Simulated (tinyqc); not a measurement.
Sp3 tight binding, zinc-blende lattice, step by step. Computed by tinyqc, a small Python program that keeps every step. Command: `OMP_NUM_THREADS=1 python tinyqc.py 24243 24244 out.jsonl` (the two numbers bound the seeds that draw the settings). One thread of a shared host (Intel(R) Xeon(R) Processor @ 2.60GHz), about 0.01 s of CPU time with the checks.

## Bloch Hamiltonian at k

Parameters chosen for this model: zinc-blende lattice, anion at 0, cation at a/4 (1,1,1); V = eta hbar^2 / (m d^2), hbar^2/m = 7.619964 eV angstrom^2:
```
parameter          value      unit
a               5.110000  angstrom
d               2.212695  angstrom
Es anion      -17.300000        eV
Ep anion       -9.730000        eV
Es cation     -10.310000        eV
Ep cation      -6.090000        eV
eta ss         -1.320000
eta sp          1.420000
eta pp sigma    2.220000
eta pp pi      -0.630000
V ss           -2.054394        eV
V sp            2.210030        eV
V pp sigma      3.455118        eV
V pp pi        -0.980506        eV
```

k point k (2 pi / a): [-0.500000, 0.390000, 0.630000]

Slater-Koster rules over the four bonds with direction cosines (l, m, n): ss V_ss; s-px l V_sp; px-s -l V_sp; px-px l^2 V_pps + (1 - l^2) V_ppp; px-py l m (V_pps - V_ppp); each times exp(i k.d).

H(k) at k (eV), order a s, a px, a py, a pz, c s, c px, c py, c pz:
$$\begin{pmatrix}
-17.300000 & 0.000000 & 0.000000 & 0.000000 & -2.610069-2.792587i & -1.734445-1.621085i & 2.467866+1.139317i & 1.139317+2.467866i \\
0.000000 & -9.730000 & 0.000000 & 0.000000 & 1.734445+1.621085i & 0.632744+0.676991i & 1.320203+2.859680i & 2.859680+1.320203i \\
0.000000 & 0.000000 & -9.730000 & 0.000000 & -2.467866-1.139317i & 1.320203+2.859680i & 0.632744+0.676991i & -2.009817-1.878459i \\
0.000000 & 0.000000 & 0.000000 & -9.730000 & -1.139317-2.467866i & 2.859680+1.320203i & -2.009817-1.878459i & 0.632744+0.676991i \\
-2.610069+2.792587i & 1.734445-1.621085i & -2.467866+1.139317i & -1.139317+2.467866i & -10.310000 & 0.000000 & 0.000000 & 0.000000 \\
-1.734445+1.621085i & 0.632744-0.676991i & 1.320203-2.859680i & 2.859680-1.320203i & 0.000000 & -6.090000 & 0.000000 & 0.000000 \\
2.467866-1.139317i & 1.320203-2.859680i & 0.632744-0.676991i & -2.009817+1.878459i & 0.000000 & 0.000000 & -6.090000 & 0.000000 \\
1.139317-2.467866i & 2.859680-1.320203i & -2.009817+1.878459i & 0.632744-0.676991i & 0.000000 & 0.000000 & 0.000000 & -6.090000
\end{pmatrix}$$

## Levels at k

Diagonalise the Hermitian matrix.

eigenvalues (eV): [-20.243533, -15.624479, -12.592521, -12.441602, -5.728443, -3.585379, -3.373581, -1.480463]

weights |c|^2 of the basis functions, order a s, a px, a py, a pz, c s, c px, c py, c pz:
$$\begin{pmatrix}
0.791116 & 0.014211 & 0.008943 & 0.000066 & 0.152877 & 0.011745 & 0.000270 & 0.020770 \\
0.000404 & 0.180671 & 0.018829 & 0.453947 & 0.029020 & 0.000068 & 0.199727 & 0.117334 \\
0.001475 & 0.178705 & 0.281221 & 0.172925 & 0.068187 & 0.139173 & 0.048197 & 0.110116 \\
0.001050 & 0.178501 & 0.378609 & 0.073742 & 0.073646 & 0.133015 & 0.051167 & 0.110270 \\
0.131636 & 0.266329 & 0.030994 & 0.000400 & 0.523270 & 0.009640 & 0.000396 & 0.037335 \\
0.021474 & 0.060391 & 0.026112 & 0.187243 & 0.030984 & 0.000246 & 0.463657 & 0.209893 \\
0.026760 & 0.059275 & 0.109460 & 0.076074 & 0.058063 & 0.359097 & 0.114272 & 0.196998 \\
0.026084 & 0.061917 & 0.145831 & 0.035601 & 0.063953 & 0.347016 & 0.122315 & 0.197283
\end{pmatrix}$$

## Bloch Hamiltonian at G

k point G (2 pi / a): [0, 0, 0]

As before.

H(k) at G (eV), order a s, a px, a py, a pz, c s, c px, c py, c pz:
$$\begin{pmatrix}
-17.300000 & 0.000000 & 0.000000 & 0.000000 & -8.217577 & 0.000000 & 0.000000 & 0.000000 \\
0.000000 & -9.730000 & 0.000000 & 0.000000 & 0.000000 & 1.992140 & 0.000000 & 0.000000 \\
0.000000 & 0.000000 & -9.730000 & 0.000000 & 0.000000 & 0.000000 & 1.992140 & 0.000000 \\
0.000000 & 0.000000 & 0.000000 & -9.730000 & 0.000000 & 0.000000 & 0.000000 & 1.992140 \\
-8.217577 & 0.000000 & 0.000000 & 0.000000 & -10.310000 & 0.000000 & 0.000000 & 0.000000 \\
0.000000 & 1.992140 & 0.000000 & 0.000000 & 0.000000 & -6.090000 & 0.000000 & 0.000000 \\
0.000000 & 0.000000 & 1.992140 & 0.000000 & 0.000000 & 0.000000 & -6.090000 & 0.000000 \\
0.000000 & 0.000000 & 0.000000 & 1.992140 & 0.000000 & 0.000000 & 0.000000 & -6.090000
\end{pmatrix}$$

## Levels at G

As before.

eigenvalues (eV): [-22.734927, -10.608337, -10.608337, -10.608337, -5.211663, -5.211663, -5.211663, -4.875073]

## Bands along a path

The same steps at evenly spaced points between the labelled ones.

Bands along the path (eV):
```
k             band 1      band 2      band 3      band 4     band 5     band 6     band 7     band 8
L         -20.360331  -15.694788  -12.261990  -12.261990  -5.874968  -3.558010  -3.558010  -1.499913
L-G 0.33  -21.160855  -14.451686  -11.913138  -11.913138  -5.658281  -3.906862  -3.906862  -2.159178
L-G 0.67  -22.284164  -12.082789  -11.103074  -11.103074  -5.244814  -4.716926  -4.716926  -3.818234
G         -22.734927  -10.608337  -10.608337  -10.608337  -5.211663  -5.211663  -5.211663  -4.875073
G-X 0.33  -22.128147  -11.787267  -11.787267  -11.528451  -5.288179  -4.485223  -4.032733  -4.032733
G-X 0.67  -20.545358  -13.636029  -13.436081  -13.436081  -5.083638  -4.164974  -2.383919  -2.383919
X         -19.275585  -15.132078  -14.097871  -14.097871  -4.907922  -4.114415  -1.722129  -1.722129
X-W 0.33  -19.275585  -15.132078  -14.097871  -14.097871  -4.907922  -4.114415  -1.722129  -1.722129
X-W 0.67  -19.275585  -15.132078  -14.097871  -14.097871  -4.907922  -4.114415  -1.722129  -1.722129
W         -19.275585  -15.132078  -14.097871  -14.097871  -4.907922  -4.114415  -1.722129  -1.722129
```

With 4 band(s) filled, the highest filled level on these points lies at G and the lowest empty one at L: a gap of 4.7334 eV, indirect.
